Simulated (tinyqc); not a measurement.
Shockley state of an s-p chain by decimation: one step. Bulk bands. Two cases, with inputs chosen for the exercise.

Question. Levels and s weight of the lower band at k = j pi/6.

Each site has s at -d/2 and p at +d/2: H0 = diag(-d/2, d/2). The block to the next site on the right is H1 = [[-ts, u], [-u, tp]] (rows s, p of site n; columns s, p of site n + 1). Bulk: H(k) = [[-d/2 - 2 ts cos k, 2i u sin k], [-2i u sin k, d/2 + 2 tp cos k]]. The bands are inverted at k = pi if d < 2 (ts + tp).

Give: Bands.

Case 1.

Values chosen: d = 7.01 eV (Ep - Es); ts = 1.46 eV (s-s hopping); tp = 1.06 eV (p-p hopping); u = 0.73 eV (s-p hopping).

Answer.

Bands:
```
k/pi   lower (eV)  upper (eV)  s weight, lower
0.000     -6.4250      5.6250            1.000
0.167     -6.0805      5.3876            0.996
0.333     -5.1299      4.7299            0.983
0.500     -3.7969      3.7969            0.962
0.667     -2.3766      2.7766            0.936
0.833     -1.1643      1.8571            0.938
1.000     -0.5850      1.3850            1.000
```

The lower band is s-like at k = 0 and s-like at pi: no inversion, an ordinary gap.

Case 2.

Values chosen: d = 0.95 eV (Ep - Es); ts = 1.01 eV (s-s hopping); tp = 1.52 eV (p-p hopping); u = 0.47 eV (s-p hopping).

Answer.

Bands:
```
k/pi   lower (eV)  upper (eV)  s weight, lower
0.000     -2.4950      3.5150            1.000
0.167     -2.2655      3.1488            0.992
0.333     -1.6660      2.1760            0.953
0.500     -1.0532      1.0532            0.726
0.667     -1.3894      0.8794            0.152
0.833     -2.2209      1.3376            0.018
1.000     -2.5650      1.5450            0.000
```

The lower band is s-like at k = 0 and p-like at pi: the bands are inverted, and the gap is a hybridisation gap that can hold a Shockley state.

Computed by tinyqc, one run a case: `OMP_NUM_THREADS=1 python tinyqc.py N N+1 out.jsonl` with N = 1481964, 1482347; one thread of a shared Intel(R) Xeon(R) Processor @ 2.30GHz, about 0.3 s a run at most.
